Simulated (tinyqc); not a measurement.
Vertical double-diffused power MOSFET, components of the on-resistance: one step of the calculation.

Stripe cells of pitch Wp + a, two channels a cell. Current flows through the channels, spreads in the accumulation layer, passes the gap between the p bodies and spreads at 45 degrees into the drift layer below them. Low drain voltage, full ionisation.

Question. Drift layer. Triangular field at breakdown with Ec = Kc N^(1/8): BV = eps0 eps_r Ec^2/(2 q N), so N = (eps0 eps_r Kc^2/(2 q BV))^(4/3); W = 2 BV/Ec; mu = mud (T/300 K)^(-bt); rho = 1/(q mu N); ideal resistance rho W.

Inputs (values chosen for the exercise); bulk values close to those of 4H silicon carbide:
- T = 300 K (temperature)
- eps_r = 9.77 (relative permittivity)
- Kc = 23100 V/cm per (cm^-3)^(1/8) (critical-field constant)
- BV = 1700 V (rated breakdown voltage of the drift layer)
- mud = 840 cm^2/(V s) (drift mobility at 300 K)
- bt = 2.5 (temperature exponent of the drift mobility)

Constants: q = 1.602176634e-19 C, eps0 = 8.8541878128e-14 F/cm where lengths are in cm. Results are converted to the units shown.

Wanted: N; Ec; W; mu; rho; ideal resistance.

Answer.

N = 8.019e15 cm^-3
Ec = 2.247 MV/cm
W = 15.13 um
mu = 840.0 cm^2/(V s)
rho = 0.9266 ohm cm
ideal resistance = 1.402 mohm cm^2

Computed by the program tinyqc: `OMP_NUM_THREADS=1 python tinyqc.py 2230058 2230059 out.jsonl`, one thread of a shared Intel Xeon 2.30GHz, about 0.01 s for the whole run.
